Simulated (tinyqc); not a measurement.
Minority carriers and saturation current of a heavily doped emitter: two steps of the calculation.

n-type, parabolic bands, full ionisation. eta = (EF - Ec)/kB T solves N = Nc F12(eta), F12(x) = (2/sqrt(pi)) int_0^infinity sqrt(u)/(1 + exp(u - x)) du. The gap shrinks rigidly by dEg = a3 y^(1/3) + a4 y^(1/4) + a2 y^(1/2), y = N/1e18 cm^-3, an empirical law that is here taken as the true narrowing.

Inputs (values chosen for the exercise); band and dielectric values close to those of silicon:

| symbol | value | unit | meaning |
|---|---|---|---|
| T | 300 | K | temperature |
| Nc | 2.83e19 | cm^-3 | conduction-band density of states at 300 K |
| N | 1.6e20 | cm^-3 | ionised donor density |
| mup | 170 | cm^2/(V s) | minority-hole mobility |
| Cn | 2.8e-31 | cm^6/s | Auger coefficient |
| ts | 1.9 | us | defect lifetime |
| W | 1300 | nm | emitter width |
| S | 2.1e6 | cm/s | recombination velocity at the contact |

Constants: q = 1.602176634e-19 C, kB = 1.380649e-23 J/K, Vt = kB T/q. Results are converted to the units shown.

Question 1. Fermi level. Newton step on ln F12(eta) = ln(N/Nc): eta(new) = eta - ln(Nc F12/N) F12/Fm, Fm(x) = dF12/dx = (1/sqrt(pi)) int_0^infinity u^(-1/2)/(1 + exp(u - x)) du.

eta at the start (Boltzmann value) = 1.7323

Find: F12; Fm; eta after iteration 1.

Answer 1.

F12 = 2.447
Fm = 1.351
eta after iteration 1 = 3.250

Question 2. Saturation current. 1/tau = Cn N^2 + 1/ts, D = mup Vt, L = sqrt(D tau); J0 = (q p0 D/L)(s + tanh(W/L))/(1 + s tanh(W/L)), s = S L/D; the share recombining inside is 1 - 1/[cosh(W/L)(1 + tanh(W/L)/s)].

p0 = 52.611321 cm^-3

Find: tau; L; s; J0; share recombining inside.

Answer 2.

tau = 0.13950 ns
L = 247.60 nm
s = 11.831
J0 = 1496.2 fA/cm^2
share recombining inside = 99.033 %

The emitter is opaque: W exceeds two diffusion lengths, and the contact matters little.

Range of the model: Band tails, non-parabolic bands and incomplete ionisation are left out.

tinyqc, about 0.01 s, one thread, Intel Xeon 2.30GHz (shared host): `OMP_NUM_THREADS=1 python tinyqc.py 2330134 2330135 out.jsonl`
